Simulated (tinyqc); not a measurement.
The gap of an alloy series: thresholds of impact ionisation and Auger recombination from band masses.

Parabolic bands, no phonon. At threshold the three slow carriers share one velocity. With M their total mass and m4 the mass of the fast carrier, the fast carrier has the kinetic energy E_T = G M/(M - m4) and the slow ones together E_a = G m4/(M - m4), the activation energy of the Auger rate. CCCH (fast electron): G = Eg, M = 2 me + mh, m4 = me. CHHS (hole into the split-off band): G = Eg - Dso, M = 2 mh + me, m4 = ms; this form holds for Eg > Dso (below, the process needs about Dso - Eg and is marked by a dash). CHHL (hole into the light band): G = Eg, M = 2 mh + me, m4 = ml. CHHH (fast heavy hole): G = Eg, M = 2 mh + me, m4 = mh.

Non-parabolic fast electron: E (1 + alpha E) = c k^2/me with alpha = (1 - me)^2/Eg; the slow carriers stay parabolic, so E_T = Eg + me E_T (1 + alpha E_T)/M, M = 2 me + mh (the root between Eg and 1.9 Eg).

Constants: kB = 8.617333262e-05 eV/K; hc = 1239.841984 eV nm.

Values chosen for the exercise (near those of InAs, gap at low temperature and not tied to T; the results hold for these values, not for the real material): Eg = 0.408 eV (gap at Gamma to the s-like level); Dso = 0.385 eV (spin-orbit splitting); me = 0.0253 m0 (electron mass at Gamma); mh = 0.39 m0 (heavy-hole mass); ms = 0.131 m0 (split-off mass); ml = 0.0269 m0 (light-hole mass); T = 200 K (temperature).

Eg is varied with me and ml proportional to it; mh, ms and Dso are kept. E_a of three processes; wavelength hc/Eg.

Results:

| Eg (eV) | wavelength (micrometre) | me | CCCH (meV) | CCCH non-parabolic (meV) | CHHS (meV) | CHHL (meV) | log10 exp(-E_a/kT), non-parabolic |
|---|---|---|---|---|---|---|---|
| 0.122 | 10.16 | 0.0076 | 2.3 | 4.8 | - | 1.3 | -0.12 |
| 0.204 | 6.08 | 0.0126 | 6.4 | 13.5 | - | 3.5 | -0.34 |
| 0.306 | 4.05 | 0.0190 | 14.2 | 30.7 | - | 7.9 | -0.77 |
| 0.408 | 3.04 | 0.0253 | 24.9 | 55.3 | 4.5 | 14.1 | -1.39 |
| 0.510 | 2.43 | 0.0316 | 38.3 | 87.5 | 24.1 | 22.0 | -2.20 |
| 0.653 | 1.90 | 0.0405 | 61.4 | 146.1 | 50.9 | 36.2 | -3.68 |
| 0.816 | 1.52 | 0.0506 | 93.7 | 233.4 | 80.7 | 56.5 | -5.88 |

E_a of CCCH goes nearly as Eg^2 (power 1.95 over the table), as both G and me grow; the non-parabolic value goes with the power 2.04, and its Boltzmann factor spans 5.8 decades; rows with E_a far above kT are formal, since phonon-assisted processes and side valleys rule there. CHHS is resonant at Eg = Dso = 0.385 eV, with no activation, and is the easiest process near there; it has the lowest E_a of the parabolic values for Eg = 0.408 eV.

Computed by tinyqc, a small Python program: `OMP_NUM_THREADS=1 python tinyqc.py 1881231 1881232 out.jsonl` (the numbers bound the seed that draws the inputs); one thread of a shared host (Intel(R) Xeon(R) Processor @ 2.30GHz), about 0.01 s for the whole set of steps.
